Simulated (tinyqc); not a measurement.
# Worked calculation: six-transistor SRAM cell, nodal equations and margins

Computed by the program tinyqc: `OMP_NUM_THREADS=1 python tinyqc.py 2340060 2340061 out.jsonl`, one thread of a shared Intel Xeon 2.30GHz, about 0.1 s for the whole run. Printed values are rounded.

Two cross-coupled inverters (pull-down bn, pull-up bp) hold the nodes Q and QB; access transistors (ba, threshold VTn, gate on the word line at Vdd when selected) join them to the bit lines. Transistor (EKV form, voltages against the body): I = 2 n b Vt^2 [F(vp - Vs) - F(vp - Vd)] from drain to source, F(v) = ln^2(1 + exp(v/(2 Vt))), vp = (Vg - VT + sg |Vd - Vs|)/n. n-channel bodies are at 0; for the p-channel device all voltages are counted down from Vdd. b in uA/V^2 gives I in uA. For an access transistor the bit line is the drain and the node the source. In a read both bit lines are at Vdd. The cell is symmetric (no mismatch).

Values chosen for this exercise:
- T = 250 K (temperature)
- Vdd = 0.8 V (supply voltage)
- n = 1.22 (slope factor)
- sg = 0.108 (drain-induced barrier lowering)
- VTn = 0.28 V (n-channel threshold)
- VTp = 0.42 V (p-channel threshold (magnitude))
- bn = 310 uA/V^2 (gain factor of the pull-down transistor)
- ba = 260 uA/V^2 (gain factor of the access transistor)
- bp = 110 uA/V^2 (gain factor of the pull-up transistor)

Constants: q = 1.602176634e-19 C, kB = 1.380649e-23 J/K, Vt = kB T/q. Results are converted to the units shown.

## Iteration 1: node voltages in a read by Newton steps

(Q, QB) at the start (V): Q 0.0000000, QB 0.8000000

F1 = In(gate QB, drain Q) - Ip(gate QB, drain Q) - Ia(bit line, Q), F2 the same with Q and QB exchanged; J by central differences with +/- 1e-6 V; solve J d = -F, limit each component to +/- 0.15 V and add.

F1, F2 (uA): [-39.18345, 0.00022]

J (uS):
```
          Q      QB
F1  332.812   0.000
F2    0.008  41.775
```

(Q, QB) after iteration 1 (V): Q 0.1177344, QB 0.7999719

## Iteration 2: node voltages in a read by Newton steps

As before.

F1, F2 (uA): [-4.765753, 0.014971]

J (uS):
```
          Q      QB
F1  251.839  36.545
F2    0.544  28.748
```

(Q, QB) after iteration 2 (V): Q 0.1367861, QB 0.7990906

## Course of the iteration: node voltages in a read by Newton steps

Stop when the largest change of (Q, QB) is below 1e-9 V, or after 30 iterations. The rule counts as met only at the stable state with Q low.

Course of the iteration:
```
iteration      Q (V)  largest |change| of one entry (V)
1          0.1177344                              0.118
2          0.1367861                             0.0191
3          0.1373753                            5.89e-4
4          0.1373761                            9.50e-7
5          0.1373761                           5.89e-12
```

Converged in 5 iterations. At the end the number of correct digits about doubles with each step.

## Read current and disturbance

(Q, QB) (V): Q 0.1373761, QB 0.7988482

Iread = Ia(bit line at Vdd, source Q); cell ratio bn/ba; time to pull a bit line of 20 fF down by 0.1 V at that current.

Iread = 19.15475 uA
cell ratio = 1.192308
time = 104.4128 ps

The read lifts the low node to 137 mV, against a balance point of 363 mV.

## The largest square in the read butterfly

c, point 0 to 6 (V): [0.14, 0.24, 0.33, 0.4, 0.47, 0.52, 0.57]

f(x) is the node voltage of one half-cell in a read for input x (In - Ip - Ia = 0). Static noise margin: side of the largest square between the curve (x, f(x)) and its mirror image (f(y), y); with h(c) the root x of f(x) - x = c, it is the maximum over c > 0 of h(c) - h(-c) + c.

h(c), point 0 to 6 (V): [0.3033800, 0.2860983, 0.2770113, 0.2694711, 0.2573006, 0.2406710, 0.2137372]
h(-c), point 0 to 6 (V): [0.4394405, 0.4962772, 0.5493048, 0.5946545, 0.6448044, 0.6830734, 0.7229093]
side, point 0 to 6 (V): [0.00393954, 0.02982108, 0.05770651, 0.07481669, 0.08249613, 0.07759757, 0.06082785]

The maximum over c is 82.50 mV, the read margin; with the word line off (no Ia) the same construction gives 262.9 mV.
